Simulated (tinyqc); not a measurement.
Transfer curve: field-effect mobility of a thin-film transistor with band-tail and deep states (multiple trapping). Computed by tinyqc, a small Python program. Command: `OMP_NUM_THREADS=1 python tinyqc.py 3026617 3026618 out.jsonl tft walk`. One thread of a shared host (Intel(R) Xeon(R) Processor @ 2.30GHz), about 0.07 s of CPU time with the checks.

A thick film in accumulation at small drain voltage. Only free electrons move; trapped ones still screen the gate. N_c and mu_0 are held fixed when T changes, leaving out the T^(3/2) growth of N_c. x = E_0 - psi is the distance of the Fermi level below the band edge.

Inputs (values chosen for the exercise, modelled on amorphous silicon):
```
quantity,value,unit
permittivity eps,11.8,-
effective density of states N_c,2e+20,1/cm^3
band mobility mu_0,10,cm^2/(V s)
tail density at the edge g_t,4.1e+21,1/(eV cm^3)
tail width E_t,48,meV
deep-state density g_d,2.6e+15,1/(eV cm^3)
"flat-band Fermi level below the edge, E_0",0.61,eV
equivalent oxide thickness t,47,nm
temperature T,350,K
```

Deep states: included.

Constants: k_B = 8.617333262e-05 eV/K; e = 1.602176634e-19 C; eps_0 = 8.8541878128e-12 F/m.

Method:
- F_j(eta) = int_0^infinity x^j/(1 + exp(x - eta)) dx, without a gamma-function factor.
- Integrals over x = E/(k_B T) use 160 Gauss-Legendre points in u = sqrt(x) from 0 to sqrt(max(eta, 0) + 32).
- Free n(x) = N_c (2/sqrt(pi)) F_1/2(-x/k_B T), with F_1/2 from its two-term series in exp(-x/k_B T) for x >= 12 k_B T; tail n_t(x) = int_0^1.2eV g_t exp(-E/E_t)/(1 + exp((x - E)/k_B T)) dE, E counted down from the edge, 120 Gauss-Legendre points; deep charge g_d psi; space charge rho(psi) = n + n_t + g_d psi less its value at psi = 0.
- Poisson: F(psi) = sqrt((2 e/(eps eps_0)) int_0^psi rho dpsi'); V_G - V_FB = psi_s + eps F(psi_s) t/3.9; free sheet density N_f = int (n - n(E_0))/F dpsi; induced sheet density N_i = eps eps_0 F(psi_s)/e; trapezoid rule on 301 even points in psi, the first interval left out of N_f.
- mu_eff = mu_0 N_f/N_i; field-effect mobility mu_FE = mu_0 e (dN_f/dV_G)/C_ox and swing S = dV_G/dlog10(N_f), by a central difference of +/- 2 mV in psi_s; C_ox = 3.9 eps_0/t.

Against the band bending:
```
psi_s (V),V_G - V_FB (V),N_f (1/cm^2),mu_eff (cm^2/(V s)),mu_FE (cm^2/(V s)),S (mV/decade)
0.21,0.744,4.2576e+08,0.0174,0.0295,725
0.30,1.694,3.1242e+09,0.0489,0.0980,1602
0.38,3.588,1.9045e+10,0.1295,0.2753,3475
0.44,6.399,7.4572e+10,0.2729,0.5960,6285
0.49,10.418,2.3333e+11,0.5125,1.1438,10247
0.54,16.919,7.2841e+11,0.9698,2.2107,16550
0.58,24.733,1.7781e+12,1.6054,3.6624,24384
0.62,35.629,4.0930e+12,2.5495,5.5311,37160
0.67,54.375,9.7955e+12,3.9775,7.4820,65736
```

What follows from these numbers?

The steepest swing among the rows is 725 mV/decade. mu_eff climbs from 0.017 to 4.0, 40 % of mu_0 in the last row. Between rows 6 and 7 N_f scales as (V_G - V_FB - psi_s)^2.30; an exponential tail holding all the charge would give the larger of 1 and 2 E_t/k_B T - 1, here 2.18, and free charge alone 1; charge in deep states makes the exponent larger and lets it vary with V_G. The last row needs an oxide field above 5 MV/cm, near or beyond breakdown.
